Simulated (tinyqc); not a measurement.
Extended Hueckel theory, for H6, step by step. Computed by tinyqc, a small Python program that keeps every step (integrals from PySCF). Settings: charge = 0, K = 1.75, weighted = 1, multiplicity = 1. Command: `OMP_NUM_THREADS=1 python tinyqc.py 27719 27720 out.jsonl` (the two numbers bound the seeds that draw the settings). One thread of a shared host (Intel(R) Xeon(R) Processor @ 2.60GHz), about 0.01 s of CPU time with the checks.

## Overlaps

Geometry (angstrom):
```
atom         x         y         z
H     0.000000  0.000000  0.000000
H     0.000000  0.000000  0.824000
H     0.000000  0.000000  1.801000
H     0.000000  0.000000  2.625000
H     0.000000  0.000000  3.601000
H     0.000000  0.000000  4.425000
```

Parameters chosen for this run:
```
element  shell  Slater exponent   H_ii (eV)
H           1s         1.300000  -13.600000
```

Slater orbitals, each expanded in six Gaussians scaled to its exponent.

overlap S, order 1H 1s, 2H 1s, 3H 1s, 4H 1s, 5H 1s, 6H 1s:
$$\begin{pmatrix}
1.000000 & 0.579898 & 0.143166 & 0.033738 & 0.005070 & 0.000865 \\
0.579898 & 1.000000 & 0.482585 & 0.143166 & 0.025432 & 0.005070 \\
0.143166 & 0.482585 & 1.000000 & 0.579898 & 0.143401 & 0.033800 \\
0.033738 & 0.143166 & 0.579898 & 1.000000 & 0.483192 & 0.143401 \\
0.005070 & 0.025432 & 0.143401 & 0.483192 & 1.000000 & 0.579898 \\
0.000865 & 0.005070 & 0.033800 & 0.143401 & 0.579898 & 1.000000
\end{pmatrix}$$

## Wolfsberg-Helmholz matrix

diagonal H_ii (eV): 1H 1s -13.600000, 2H 1s -13.600000, 3H 1s -13.600000, 4H 1s -13.600000, 5H 1s -13.600000, 6H 1s -13.600000

K = 1.750000

H_ij = K' S_ij (H_ii + H_jj)/2 for i != j (the diagonal keeps H_ii), with K' = K + D^2 + D^4 (1 - K), D = (H_ii - H_jj)/(H_ii + H_jj), K = 1.75.

H (eV), order 1H 1s, 2H 1s, 3H 1s, 4H 1s, 5H 1s, 6H 1s:
$$\begin{pmatrix}
-13.600000 & -13.801567 & -3.407340 & -0.802960 & -0.120673 & -0.020589 \\
-13.801567 & -13.600000 & -11.485531 & -3.407340 & -0.605283 & -0.120673 \\
-3.407340 & -11.485531 & -13.600000 & -13.801567 & -3.412950 & -0.804443 \\
-0.802960 & -3.407340 & -13.801567 & -13.600000 & -11.499964 & -3.412950 \\
-0.120673 & -0.605283 & -3.412950 & -11.499964 & -13.600000 & -13.801567 \\
-0.020589 & -0.120673 & -0.804443 & -3.412950 & -13.801567 & -13.600000
\end{pmatrix}$$

## Orbitals

valence electrons = 6

Solve H C = S C e through S^(-1/2); fill by pairs from the bottom, a degenerate level sharing its electrons equally; each orbital has its largest coefficient positive (the first on a tie).

orbital energies (eV): [-19.138670, -17.598524, -14.423016, -4.883489, 7.089542, 24.812244]

occupations: [2.000000, 2.000000, 2.000000, 0.000000, 0.000000, 0.000000]

coefficients, order 1H 1s, 2H 1s, 3H 1s, 4H 1s, 5H 1s, 6H 1s:
$$\begin{pmatrix}
0.187542 & 0.367926 & 0.482595 & -0.652334 & -0.716706 & -0.478150 \\
0.277659 & 0.386567 & 0.202047 & 0.412303 & 0.932353 & 0.879770 \\
0.340572 & 0.140075 & -0.431121 & 0.575863 & -0.366227 & -1.172871 \\
0.340752 & -0.139918 & -0.430706 & -0.575706 & -0.364437 & 1.174339 \\
0.278094 & -0.386002 & 0.202257 & -0.412398 & 0.930854 & -0.882411 \\
0.187854 & -0.367408 & 0.483022 & 0.652610 & -0.715549 & 0.479516
\end{pmatrix}$$

sum of one-electron energies = -102.320420 eV

## Mulliken analysis

P = C n C^T; charge = valence electrons (H 1) minus the sum of (P S)_ii on the atom; overlap population = 2 sum P_ij S_ij between two atoms.

charges: 1H -0.105910, 2H 0.082220, 3H 0.023479, 4H 0.023867, 5H 0.082412, 6H -0.106068

Overlap populations:
```
pair      value
2-1    0.676875
3-1   -0.053056
3-2    0.118918
4-1   -0.026374
4-2   -0.026627
4-3    0.654444
5-1    0.000157
5-2   -0.003167
5-3   -0.026705
5-4    0.119167
6-1    0.000461
6-2    0.000157
6-3   -0.026462
6-4   -0.053128
6-5    0.676755
```
